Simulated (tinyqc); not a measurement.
Worked calculation: CCD on RHF in the sto-3g basis, for BeH2, spin multiplicity 1. One step of it, computed by the program tinyqc.

Task: Integrals over molecular orbitals. (pq|rs) = sum C_ip C_jq C_kr C_ls (ij|kl), one index at a time.

coefficients C:
```
               MO1        MO2        MO3        MO4       MO5        MO6        MO7
1Be 1s    0.991782  -0.217900   0.000000   0.028021  0.000000  -0.223970   0.000000
1Be 2s    0.031684   0.578716   0.000000  -0.122662  0.000000   1.143742   0.000000
1Be 2px   0.000000   0.000000   0.000000   0.000000  1.000000   0.000000   0.000000
1Be 2py   0.000000   0.000000   0.499646   0.000000  0.000000   0.000000   1.338092
1Be 2pz  -0.000030   0.013402   0.000000   0.992269  0.000000   0.133122   0.000000
2H 1s    -0.003463   0.392713   0.415332   0.054992  0.000000  -0.777050  -0.934580
3H 1s    -0.003463   0.392713  -0.415332   0.054992  0.000000  -0.777050   0.934580
```

core Hamiltonian H = T + V (hartree):
```
            1Be 1s     1Be 2s    1Be 2px    1Be 2py    1Be 2pz      2H 1s      3H 1s
1Be 1s   -8.607560  -2.124415   0.000000   0.000000  -0.001815  -0.473208  -0.473208
1Be 2s   -2.124415  -2.805133   0.000000   0.000000  -0.015810  -1.159709  -1.159709
1Be 2px   0.000000   0.000000  -2.266356   0.000000   0.000000   0.000000   0.000000
1Be 2py   0.000000   0.000000   0.000000  -2.478574   0.000000  -1.230230   1.230230
1Be 2pz  -0.001815  -0.015810   0.000000   0.000000  -2.267056  -0.072298  -0.072298
2H 1s    -0.473208  -1.159709   0.000000  -1.230230  -0.072298  -2.124786  -0.091312
3H 1s    -0.473208  -1.159709   0.000000   1.230230  -0.072298  -0.091312  -2.124786
```

Two-electron integrals (ij|kl) in chemists' order, unique and non-zero (hartree):
```
(11|11) 2.298831    (21|11) 0.392036    (21|21) 0.079539    (22|11) 0.570988
(22|21) 0.143041    (22|22) 0.417683    (31|31) 0.014607    (32|31) 0.021888
(32|32) 0.092265    (33|11) 0.569578    (33|21) 0.143083    (33|22) 0.417589
(33|33) 0.449859    (41|41) 0.014607    (42|41) 0.021888    (42|42) 0.092265
(43|43) 0.024249    (44|11) 0.569578    (44|21) 0.143083    (44|22) 0.417589
(44|33) 0.401360    (44|44) 0.449859    (51|51) 0.014607    (52|51) 0.021888
(52|52) 0.092265    (53|53) 0.024249    (54|54) 0.024249    (55|11) 0.569578
(55|21) 0.143083    (55|22) 0.417589    (55|33) 0.401360    (55|44) 0.401360
(55|55) 0.449859    (61|11) 0.085205    (61|21) 0.017277    (61|22) 0.031323
(61|33) 0.031098    (61|41) 0.001533    (61|42) 0.002885    (61|44) 0.031786
(61|51) 0.000088    (61|52) 0.000166    (61|54) 0.000040    (61|55) 0.031101
(61|61) 0.003937    (62|11) 0.201610    (62|21) 0.051218    (62|22) 0.162279
(62|33) 0.156188    (62|41) 0.006707    (62|42) 0.040670    (62|44) 0.174255
(62|51) 0.000385    (62|52) 0.002337    (62|54) 0.001038    (62|55) 0.156248
(62|61) 0.012305    (62|62) 0.092847    (63|31) 0.004769    (63|32) 0.022152
(63|43) 0.007095    (63|53) 0.000408    (63|63) 0.008686    (64|11) 0.214148
(64|21) 0.055080    (64|22) 0.183056    (64|33) 0.172207    (64|41) 0.010920
(64|42) 0.063346    (64|44) 0.204510    (64|51) 0.000353    (64|52) 0.002367
(64|54) 0.001449    (64|55) 0.172266    (64|61) 0.013849    (64|62) 0.119279
(64|64) 0.158500    (65|11) 0.012306    (65|21) 0.003165    (65|22) 0.010519
(65|33) 0.009896    (65|41) 0.000353    (65|42) 0.002367    (65|44) 0.010936
(65|51) 0.004789    (65|52) 0.022288    (65|54) 0.007155    (65|55) 0.010714
(65|61) 0.000796    (65|62) 0.006854    (65|64) 0.008609    (65|65) 0.009180
(66|11) 0.367813    (66|21) 0.095142    (66|22) 0.337376    (66|33) 0.312887
(66|41) 0.014820    (66|42) 0.115280    (66|44) 0.385848    (66|51) 0.000852
(66|52) 0.006624    (66|54) 0.004193    (66|55) 0.313128    (66|61) 0.023491
(66|62) 0.243782    (66|64) 0.332885    (66|65) 0.019129    (66|66) 0.774606
(71|11) 0.085205    (71|21) 0.017277    (71|22) 0.031323    (71|33) 0.031098
(71|41) -0.001533   (71|42) -0.002885   (71|44) 0.031786    (71|51) 0.000088
(71|52) 0.000166    (71|54) -0.000040   (71|55) 0.031101    (71|61) 0.003594
(71|62) 0.010385    (71|64) 0.010750    (71|65) 0.000677    (71|66) 0.019037
(71|71) 0.003937    (72|11) 0.201610    (72|21) 0.051218    (72|22) 0.162279
(72|33) 0.156188    (72|41) -0.006707   (72|42) -0.040670   (72|44) 0.174255
(72|51) 0.000385    (72|52) 0.002337    (72|54) -0.001038   (72|55) 0.156248
(72|61) 0.010385    (72|62) 0.048782    (72|64) 0.050080    (72|65) 0.003553
(72|66) 0.094671    (72|71) 0.012305    (72|72) 0.092847    (73|31) 0.004769
(73|32) 0.022152    (73|43) -0.007095   (73|53) 0.000408    (73|63) 0.003639
(73|73) 0.008686    (74|11) -0.214148   (74|21) -0.055080   (74|22) -0.183056
(74|33) -0.172207   (74|41) 0.010920    (74|42) 0.063346    (74|44) -0.204510
(74|51) -0.000353   (74|52) -0.002367   (74|54) 0.001449    (74|55) -0.172266
(74|61) -0.010750   (74|62) -0.050080   (74|64) -0.049455   (74|65) -0.003591
(74|66) -0.095945   (74|71) -0.013849   (74|72) -0.119279   (74|74) 0.158500
(75|11) 0.012306    (75|21) 0.003165    (75|22) 0.010519    (75|33) 0.009896
(75|41) -0.000353   (75|42) -0.002367   (75|44) 0.010936    (75|51) 0.004789
(75|52) 0.022288    (75|54) -0.007155   (75|55) 0.010714    (75|61) 0.000677
(75|62) 0.003553    (75|64) 0.003591    (75|65) 0.003892    (75|66) 0.007052
(75|71) 0.000796    (75|72) 0.006854    (75|74) -0.008609   (75|75) 0.009180
(76|11) 0.015460    (76|21) 0.003826    (76|22) 0.010814    (76|33) 0.010645
(76|44) 0.011134    (76|51) 0.000058    (76|52) 0.000279    (76|55) 0.010656
(76|61) 0.000842    (76|62) 0.004320    (76|64) 0.004948    (76|65) 0.000349
(76|66) 0.009232    (76|71) 0.000842    (76|72) 0.004320    (76|74) -0.004948
(76|75) 0.000349    (76|76) 0.000285    (77|11) 0.367813    (77|21) 0.095142
(77|22) 0.337376    (77|33) 0.312887    (77|41) -0.014820   (77|42) -0.115280
(77|44) 0.385848    (77|51) 0.000852    (77|52) 0.006624    (77|54) -0.004193
(77|55) 0.313128    (77|61) 0.019037    (77|62) 0.094671    (77|64) 0.095945
(77|65) 0.007052    (77|66) 0.185396    (77|71) 0.023491    (77|72) 0.243782
(77|74) -0.332885   (77|75) 0.019129    (77|76) 0.009232    (77|77) 0.774606
```

Give: one-electron integrals over orbitals h = C^T H C; Two-electron integrals over orbitals.

Result:

one-electron integrals over orbitals h = C^T H C (hartree):
```
         1        2        3        4        5        6        7
1  -8.5960   0.2165   0.0000  -0.0292   0.0000   0.1984   0.0000
2   0.2165  -2.3904   0.0000   0.0083   0.0000  -0.2068   0.0000
3   0.0000   0.0000  -2.3415   0.0000   0.0000   0.0000  -0.2969
4  -0.0292   0.0083   0.0000  -2.2636   0.0000  -0.0305   0.0000
5   0.0000   0.0000   0.0000   0.0000  -2.2664   0.0000   0.0000
6   0.1984  -0.2068   0.0000  -0.0305   0.0000  -1.9107   0.0000
7   0.0000   0.0000  -0.2969   0.0000   0.0000   0.0000  -1.8362
```

Two-electron integrals over orbitals (pq|rs), unique and non-zero (hartree):
```
(11|11) 2.2716      (21|11) -0.1925     (21|21) 0.0251      (22|11) 0.4738
(22|21) -0.0062     (22|22) 0.3880      (31|31) 0.0055      (32|31) 0.0126
(32|32) 0.1621      (33|11) 0.4413      (33|21) -0.0026     (33|22) 0.4007
(33|33) 0.4239      (41|11) 0.0240      (41|21) -0.0029     (41|22) 0.0019
(41|33) 0.0011      (41|41) 0.0159      (42|11) -0.0107     (42|21) 0.0009
(42|22) 0.0057      (42|33) 0.0060      (42|41) 0.0148      (42|42) 0.0484
(43|31) -6.48e-05   (43|32) 0.0075      (43|43) 0.0142      (44|11) 0.5682
(44|21) -0.0077     (44|22) 0.3615      (44|33) 0.3472      (44|41) -0.0031
(44|42) -0.0154     (44|44) 0.4510      (51|51) 0.0158      (52|51) 0.0151
(52|52) 0.0484      (53|53) 0.0137      (54|51) -0.0020     (54|52) -0.0053
(54|54) 0.0247      (55|11) 0.5692      (55|21) -0.0076     (55|22) 0.3622
(55|33) 0.3474      (55|41) 0.0008      (55|42) -0.0051     (55|44) 0.4010
(55|55) 0.4499      (61|11) -0.1869     (61|21) 0.0250      (61|22) -0.0062
(61|33) -0.0034     (61|41) -0.0012     (61|42) 0.0023      (61|44) -0.0057
(61|55) -0.0052     (61|61) 0.0252      (62|11) 0.1230      (62|21) -0.0063
(62|22) -0.0196     (62|33) -0.0438     (62|41) 0.0022      (62|42) -0.0021
(62|44) 0.0572      (62|55) 0.0590      (62|61) -0.0044     (62|62) 0.0798
(63|31) -0.0015     (63|32) -0.0929     (63|43) -0.0062     (63|63) 0.0841
(64|11) 0.0105      (64|21) 2.25e-04    (64|22) 0.0019      (64|33) -0.0019
(64|41) 0.0157      (64|42) 0.0447      (64|44) -0.0029     (64|55) 0.0039
(64|61) 0.0020      (64|62) 0.0124      (64|64) 0.0484      (65|51) 0.0162
(65|52) 0.0468      (65|54) -0.0035     (65|65) 0.0499      (66|11) 0.4714
(66|21) -0.0067     (66|22) 0.3888      (66|33) 0.3993      (66|41) 0.0049
(66|42) 0.0148      (66|44) 0.3593      (66|55) 0.3617      (66|61) -0.0058
(66|62) -0.0293     (66|64) 0.0094      (66|66) 0.4069      (71|31) 0.0104
(71|32) 0.0193      (71|43) -3.52e-04   (71|63) -0.0010     (71|71) 0.0200
(72|31) 0.0040      (72|32) -0.0420     (72|43) -0.0066     (72|63) 0.0614
(72|71) 0.0079      (72|72) 0.0568      (73|11) 0.1450      (73|21) -0.0046
(73|22) -0.0028     (73|33) -0.0191     (73|41) -1.72e-04   (73|42) -0.0094
(73|44) 0.0642      (73|55) 0.0643      (73|61) -0.0035     (73|62) 0.0749
(73|64) 0.0052      (73|66) -0.0233     (73|73) 0.0845      (74|31) -0.0015
(74|32) -0.0158     (74|43) 0.0129      (74|63) 0.0096      (74|71) -0.0026
(74|72) 0.0027      (74|74) 0.0184      (75|53) 0.0136      (75|75) 0.0167
(76|31) 0.0104      (76|32) 0.1406      (76|43) 0.0084      (76|63) -0.0926
(76|71) 0.0163      (76|72) -0.0519     (76|74) -0.0136     (76|76) 0.1372
(77|11) 0.5636      (77|21) -0.0083     (77|22) 0.4156      (77|33) 0.4334
(77|41) 0.0007      (77|42) 0.0013      (77|44) 0.3857      (77|55) 0.3852
(77|61) -0.0083     (77|62) -0.0283     (77|64) -0.0037     (77|66) 0.4244
(77|73) -0.0039     (77|77) 0.4732
```
